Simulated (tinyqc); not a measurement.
Straight dislocations in isotropic elasticity: fields, energies, partials, Peierls stress and walls: one step, computed by the program tinyqc.

The line runs along z, the glide plane is y = 0, and beta is the angle between b and the line (0 screw, 90 degrees edge): b_e = b sin(beta) along +x with the extra half plane at y > 0, b_s = b cos(beta). Stress is positive in tension.

Question. Force on a second, equal dislocation at that point. Peach-Koehler force per length on a parallel dislocation with the same b: in the glide plane F_x = s_xy b_e + s_yz b_s, normal to it F_y = -(s_xx b_e + s_xz b_s), which drives climb of the edge part or cross-slip of a screw.

Inputs (values chosen for the exercise, modelled on nickel): Burgers vector b = 2.492 angstrom.

Character: screw.

stress (MPa):
```
          x         y         z
x    0.0000    0.0000  274.4080
y    0.0000    0.0000  169.1119
z  274.4080  169.1119    0.0000
```

Give: glide force F_x; normal force F_y.

Answer.

glide force F_x = 42.143 mN/m

normal force F_y = -68.382 mN/m
